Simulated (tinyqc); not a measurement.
Thickness at fixed voltage: leakage through a gate insulator: direct, Fowler-Nordheim, trap-assisted and Poole-Frenkel currents. Computed by tinyqc, a small Python program. Command: `OMP_NUM_THREADS=1 python tinyqc.py 3022090 3022091 out.jsonl oxideleak sweep`. One thread of a shared host (Intel(R) Xeon(R) Processor @ 2.30GHz), about 0.01 s of CPU time with the checks.

Electrons enter from the cathode Fermi level at x = 0; the conduction band of the insulator lies phi_b - e F x above it, F = V/t. WKB exponents use a parabolic band with mass m.

Inputs (values chosen for the exercise, with an insulator like HfO2):

| quantity | value | unit |
|---|---|---|
| barrier phi_b | 1.43 | eV |
| tunnelling mass m | 0.18 | m_0 |
| static constant eps_ox | 20.2 | - |
| voltage across the insulator V | 0.98 | V |
| trap depth phi_t | 1.1 | eV |
| trap density N_t | 7.3e+18 | cm^-3 |
| attempt rate nu_0 | 1e+13 | 1/s |
| activation of capture E_a | 0.17 | eV |
| temperature T | 450 | K |

Constants: hbar^2/(2 m_0) = 3.80998212 eV angstrom^2; e = 1.602176634e-19 C; hbar = 1.054571817e-34 J s; k_B = 8.617333262e-05 eV/K.

Method:
- For a level a distance phi(x) below the band, the WKB exponent is 2 int kappa dx with kappa = sqrt(m phi/(hbar^2/2m_0)); for a linear barrier from phi_1 down to phi_2 = max(phi_1 - e F d, 0) it is G = (4/3) sqrt(m/(hbar^2/2m_0)) (phi_1^(3/2) - phi_2^(3/2))/(e F).
- J_tun = e^3 F^2/(16 pi^2 hbar m phi_b) x exp(-G) / [1 - sqrt(phi_2/phi_b)]^2 with the free-electron mass in the cathode (m in m_0), phi_2 = max(phi_b - e V, 0): direct tunnelling for e V < phi_b, Fowler-Nordheim above. Image forces, back-flow and the limit on supply are left out, so J_tun is overstated below about 0.5 V.
- Equivalent oxide thickness = 3.9 t/eps_ox.
- A trap at depth x lies phi_t below the band. Capture: tunnel at the cathode Fermi level from 0 to x (G_in from phi_1 = phi_b), rate nu_0 exp(-G_in - E_c/k_B T) with E_c = E_a + max(phi_b - phi_t - e F x, 0), the last term being the height of the trap above the cathode Fermi level. Emission: tunnel from the trap level to the anode (G_out from phi_1 = phi_t over t - x), rate nu_0 exp(-G_out - E_a/k_B T). Re-emission to the cathode follows from detailed balance, rate_back = rate_in exp(dE/k_B T) with dE = phi_b - phi_t - e F x. Each trap passes R = rate_in rate_out/(rate_in + rate_back + rate_out) electrons per second; filling from the anode is left out.
- J_TAT = e N_t int_0^t R dx by the midpoint rule on 400 intervals; the most effective depth is the midpoint with the largest R, rounded to 0.01 nm.
- J = J_tun + J_TAT (the Poole-Frenkel bound is not added); the ratio J/J_tun is the excess that stress-made traps add.

One run for each value:

| thickness t (nm) | tunnelling current J_tun (A/cm^2) | trap-assisted current J_TAT (A/cm^2) | field F (MV/cm) | J/J_tun |
|---|---|---|---|---|
| 1.2 | 1.4002e+07 | 2.7455e+02 | 8.1667 | 1.000 |
| 1.5 | 2.5693e+06 | 1.5657e+02 | 6.5333 | 1.000 |
| 1.9 | 3.0274e+05 | 7.1188e+01 | 5.1579 | 1.000 |
| 2.4 | 2.3653e+04 | 2.5766e+01 | 4.0833 | 1.001 |
| 3.0 | 1.2444e+03 | 7.4405e+00 | 3.2667 | 1.006 |
| 3.8 | 2.7721e+01 | 1.3911e+00 | 2.5789 | 1.050 |
| 4.8 | 2.7001e-01 | 1.6765e-01 | 2.0417 | 1.621 |
| 6.0 | 1.1677e-03 | 1.2997e-02 | 1.6333 | 12.131 |

What does the table show?

Over the rows, tunnelling current J_tun (A/cm^2) falls from 1.40e7 to 0.00117 (exponent d ln y / d ln x -7.6 between the first rows and -24 between the last); trap-assisted current J_TAT (A/cm^2) falls from 275 to 0.0130 (exponent d ln y / d ln x -2.5 between the first rows and -11 between the last); field F (MV/cm) falls from 8.17 to 1.63 (exponent d ln y / d ln x about -1.0 throughout).

Caution (rows 1.20, 1.50, 1.90): this field is near or above the usual breakdown field of such an insulator.

Extremes, crossings and ranges named in words are read from the listed rows.
